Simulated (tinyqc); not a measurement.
# Worked calculation: MOS structure on a p-type body with a doping step, non-linear Poisson equation by Newton steps

Numbers from tinyqc (`OMP_NUM_THREADS=1 python tinyqc.py 2080049 2080050 out.jsonl`; about 0.6 s on one thread of a shared Intel Xeon 2.30GHz). Printed values are rounded; ~0 in a residual or rate marks an entry under 1e-11 of the largest of its column.

One dimension, insulator interface at x = 0, acceptor density N1 for x < x1 and Na beyond, net doping C = -(acceptor density). psi is counted from the intrinsic level: n = ni exp((psi - Vb)/Vt), p = ni exp(-psi/Vt); deep in the body psi_b = -Vt ln(Na/ni). The gate acts through Cox = eps0 eox/tox and has the potential psi_G = Vg - (phiM - chi - Vt ln(Nc/ni)). Boltzmann statistics, full ionisation, classical densities, no oxide or interface charge. Acceptors in real wide-gap material are deep and only partly ionised in the neutral body.

Inputs (values chosen for the exercise); band and dielectric values close to those of 4H silicon carbide:

| symbol | value | unit | meaning |
|---|---|---|---|
| T | 300 | K | temperature |
| Eg | 3.27 | eV | band gap |
| eps_r | 9.86 |  | relative permittivity |
| Nc | 1.67e19 | cm^-3 | conduction-band density of states at T |
| Nv | 2.48e19 | cm^-3 | valence-band density of states at T |
| chi | 3.61 | eV | electron affinity |
| Na | 1.1e17 | cm^-3 | acceptor density deep in the body |
| eox | 9.16 |  | relative permittivity of the gate insulator (close to aluminium oxide) |
| tox | 17 | nm | insulator thickness |
| phiM | 3.64 | eV | gate work function |
| Vb | 0 | V | electron quasi-Fermi potential against the body |
| x1 | 74 | nm | depth of the doping step |
| N1 | 3.3e17 | cm^-3 | acceptor density above the step |
| Vg | 1.26 | V | gate voltage against the body |

Constants: q = 1.602176634e-19 C, kB = 1.380649e-23 J/K, Vt = kB T/q, eps0 = 8.8541878128e-14 F/cm where lengths are in cm. Results are converted to the units shown.

Range of the model: On a fine mesh the surface electron density exceeds 0.3 Nc, so degeneracy and confinement would lower the charge and push it away from the interface.

## Scales and end potentials

ni = sqrt(Nc Nv) exp(-Eg/(2 Vt)), Eg in volts; Cox, psi_G and psi_b as defined.

ni = 6.946931e-9 cm^-3
Cox = 0.4770845 uF/cm^2
psi_G = 2.859889 V
psi_b = -1.500042 V

## Net doping on the mesh

x, node 0 to 15 (nm): 0  0.5  1.25  2.36  4.03  6.53  10.3  15.8  24.2  36.6  55.2  83  125  187  279  418

C = -(N1 for x < x1 and Na beyond), taken at the nodes.

net doping C, node 0 to 15 (cm^-3): -3.3e17  -3.3e17  -3.3e17  -3.3e17  -3.3e17  -3.3e17  -3.3e17  -3.3e17  -3.3e17  -3.3e17  -3.3e17  -1.1e17  -1.1e17  -1.1e17  -1.1e17  -1.1e17

## Couplings between neighbouring nodes

a_i = eps0 eps_r/h_i for the interval from node i to i + 1, with h_i = x_(i+1) - x_i in cm.

coupling a_i, interval 0 to 14 (F/cm^2): 1.746046e-5  1.164031e-5  7.865071e-6  5.227682e-6  3.492092e-6  2.315711e-6  1.587314e-6  1.039313e-6  7.040507e-7  4.693672e-7  3.140370e-7  2.078626e-7  1.408101e-7  9.489380e-8  6.280740e-8

## Starting potential

psi_b + U (1 - x/W)^2 for x < W and psi_b beyond, with U = Vb - 2 psi_b and W = sqrt(2 eps0 eps_r U/(q Na)).

psi at the start, node 0 to 15 (V): 1.500042  1.482666  1.456696  1.418469  1.361424  1.277081  1.152277  0.975348  0.716915  0.361452  -0.113543  -0.693282  -1.273241  -1.500042  -1.500042  -1.500042

## Iteration 1: densities, residual and Jacobian diagonal

n_i = ni exp((psi_i - Vb)/Vt), p_i = ni exp(-psi_i/Vt), rho_i = p_i - n_i + C_i, g_i = (n_i + p_i)/Vt. Box widths w_i = (h_(i-1) + h_i)/2 in cm. Residual F_i = a_i (psi_(i+1) - psi_i) - a_(i-1) (psi_i - psi_(i-1)) + q rho_i w_i; Jacobian: a_(i-1) and a_i beside the diagonal, b_i = -a_(i-1) - a_i - q g_i w_i on it. Node 0 is free: w_0 = h_0/2, F_0 = a_0 (psi_1 - psi_0) + Cox (psi_G - psi_0) + q rho_0 w_0, b_0 = -a_0 - Cox - q g_0 w_0, with Cox = eps0 eox/tox, psi_G = Vg - (phiM - chi - Vt ln(Nc/ni)). The last node is fixed.

```
node     n (cm^-3)     p (cm^-3)
0           1.1e17  4.387259e-34
1      5.616706e16  8.592197e-34
2      2.056861e16  2.346286e-33
3      4.688309e15  1.029366e-32
4      5.160747e14  9.351329e-32
5      1.976076e13  2.442206e-30
6      1.581927e11  3.050700e-28
7       1.686220e8  2.862014e-25
8         7681.192  6.282859e-21
9      0.008201860  5.884012e-15
10    8.597119e-11   5.613491e-7
11    1.567381e-20      3079.012
12    2.833292e-30   1.703314e13
13    4.387259e-34        1.1e17
14    4.387259e-34        1.1e17
15    4.387259e-34        1.1e17
```

```
node  residual F (C/cm^2)  diagonal b (F/cm^2)
0             3.435990e-7         -1.795459e-5
1            -2.765428e-9         -2.912252e-5
2            -3.584531e-9         -1.951723e-5
3            -5.003866e-9         -1.309679e-5
4            -7.366424e-9         -8.720441e-6
5            -1.105120e-8         -5.807841e-6
6            -1.633741e-8         -3.903026e-6
7            -2.449728e-8         -2.626627e-6
8            -3.665780e-8         -1.743364e-6
9            -5.463422e-8         -1.173418e-6
10           -8.177510e-8         -7.834042e-7
11                     ~0         -5.218996e-7
12           -3.014474e-9         -3.492217e-7
13            3.193596e-8         -5.484983e-6
14                     ~0         -8.031620e-6
```

## Iteration 1: Newton step

Solve the tridiagonal system a_(i-1) d_(i-1) + b_i d_i + a_i d_(i+1) = -F_i for nodes 0 to 14, with d = 0 on fixed nodes. Each component d is damped to sign(d) Vt ln(1 + |d|/Vt) before it is added.

Newton step d, before damping, node 0 to 14 (V): 0.2471276  0.2344426  0.2160908  0.1897116  0.1511277  0.0955058  0.0164017  -0.0887095  -0.2256725  -0.3757889  -0.4845637  -0.3867417  -0.2389529  -0.0003120  -0.0000037
psi after iteration 1, node 0 to 15 (V): 1.560976  1.542369  1.514509  1.473297  1.411154  1.317057  1.164978  0.936861  0.658097  0.290535  -0.190655  -0.764894  -1.333388  -1.500352  -1.500046  -1.500042

## Iteration 2: densities, residual and Jacobian diagonal

As before.

```
node     n (cm^-3)     p (cm^-3)
0      1.161525e18  4.154868e-35
1      5.655261e17  8.533619e-35
2      1.924968e17  2.507047e-34
3      3.909286e16  1.234493e-33
4      3.532986e15  1.365979e-32
5      9.276348e13  5.202462e-31
6      2.585577e11  1.866502e-28
7       3.805130e7  1.268284e-24
8         789.4825  6.112846e-20
9      5.279206e-4  9.141497e-14
10    4.354347e-12   1.108314e-5
11    9.820782e-22      49140.53
12    2.766046e-31   1.744723e14
13    4.334939e-34   1.113276e17
14    4.386633e-34   1.100157e17
15    4.387259e-34        1.1e17
```

```
node  residual F (C/cm^2)  diagonal b (F/cm^2)
0             2.888384e-7         -1.811751e-5
1            -8.388968e-9         -2.931982e-5
2            -7.618086e-9         -1.961633e-5
3            -8.950422e-9         -1.312643e-5
4            -1.487462e-8         -8.724339e-6
5            -4.015523e-8         -5.807983e-6
6            -3.442703e-8         -3.903026e-6
7             3.562371e-8         -2.626627e-6
8            -2.404625e-8         -1.743364e-6
9            -4.902391e-8         -1.173418e-6
10           -7.713965e-8         -7.834042e-7
11           6.557502e-10         -5.218996e-7
12            3.159329e-9         -3.542955e-7
13            2.517719e-8         -5.548338e-6
14           1.772071e-13         -8.032743e-6
```

## Iteration 2: Newton step

As before.

Newton step d, before damping, node 0 to 14 (V): 0.0991312  0.0863191  0.0694461  0.0464223  0.0137941  -0.0307731  -0.0806424  -0.1317072  -0.2439733  -0.3755453  -0.4684564  -0.3616849  -0.2035302  -0.0006277  -0.0000074
psi after iteration 2, node 0 to 15 (V): 1.601713  1.580310  1.548236  1.499875  1.422209  1.296787  1.128379  0.890136  0.597464  0.219634  -0.266939  -0.834886  -1.389823  -1.500973  -1.500053  -1.500042

## Course of the Newton iteration

Stop when the largest undamped |d| is below 1e-9 V, or after 80 iterations.

Course of the iteration:
```
iteration  largest |F| (C/cm^2)  largest |d| (V)  at node
1                       3.44e-7            0.485       10
2                       2.89e-7            0.468       10
3                       2.03e-7            0.406       10
4                       6.77e-8            0.313       10
5                       6.16e-8            0.242       10
6                       5.44e-8            0.181       10
7                       4.59e-8            0.128       10
8                       3.59e-8           0.0816       10
9                       2.42e-8           0.0448       10
10                      1.23e-8           0.0188       10
11                      3.46e-9          4.67e-3       10
12                     2.93e-10          3.76e-4       10
13                     2.12e-12          2.71e-6       10
14                     1.11e-16         1.42e-10       10
```

Converged in 14 iterations. Once the step is below 0.1 Vt, 2 more iteration(s) reach the threshold: near the solution the error is roughly squared each time.

## Converged densities and sheet charges

converged psi, node 0 to 15 (V): 1.619319  1.588043  1.544260  1.481239  1.388056  1.251731  1.053311  0.779277  0.396108  -0.091422  -0.648116  -1.089566  -1.460599  -1.499010  -1.500030  -1.500042

n and p as above; box widths w_i (half boxes at both ends); band bending psi_0 - psi_b; N_inv = sum w n; N_dep = -sum w (p + C); centroid sum w n x/N_inv; gate charge Cox (psi_G - psi_0)/q.

```
node     n (cm^-3)     p (cm^-3)
0      1.109577e19  4.349392e-36
1      3.309373e18  1.458278e-35
2      6.084475e17  7.931637e-35
3      5.315162e16  9.079657e-34
4      1.445800e15  3.337934e-32
5      7.412193e12  6.510873e-30
6       3.440575e9  1.402668e-26
7         85716.12  5.630195e-22
8       0.03134095  1.539833e-15
9     2.022915e-10   2.385658e-7
10    8.993335e-20      536.6179
11    3.450602e-27   1.398592e10
12    2.017482e-33   2.392083e16
13    4.565984e-34   1.056943e17
14    4.389329e-34   1.099481e17
15    4.387259e-34        1.1e17
```

band bending = 3.119361 V
N_inv = 5.485075e11 cm^-2
N_dep = 3.145565e12 cm^-2
centroid of the electrons = 0.3515281 nm
gate charge over q = 3.694077e12 cm^-2

N_inv + N_dep is within 0.01 % of the gate charge. A mesh of about 600 nodes or more gives a band bending of 3.122 V and N_inv = 5.138e11 cm^-2; this mesh is 6.7 % above the latter.
